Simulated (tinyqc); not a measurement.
Electron density from the centroid.

Problem. In the Fang-Howard model the centroid is 3/b with b^3 = 6 (mz1/C) q (Nd + 11 Ns/32)/(eps0 eps_r), C = hbar^2/(2 m0), the field in eV/nm. Find b and Ns.

Parameters, values chosen for the exercise; masses and permittivity close to those of In0.53Ga0.47As: relative permittivity eps_r = 13.9; mass along z of valley set A (1 valley(s)) mz1 = 0.0411 m0; sheet density of depletion charge Nd = 8.1e11 cm^-2.

Constants: q = 1.602176634e-19 C, hbar = 1.054571817e-34 J s, m0 = 9.1093837015e-31 kg, eps0 = 8.8541878128e-14 F/cm where lengths are in cm, hbar^2/(2 m0) = 0.0380998212 eV nm^2. Results are converted to the units shown.

centroid = 6.9337813 nm

Solution. b = 3/centroid gives Nd + 11 Ns/32, from which the depletion charge is taken off.

b = 0.433 1/nm
Ns = 4.40e11 cm^-2

Computed by the program tinyqc: `OMP_NUM_THREADS=1 python tinyqc.py 2160085 2160086 out.jsonl`, one thread of a shared Intel Xeon 2.30GHz, about 0.2 s for the whole run.
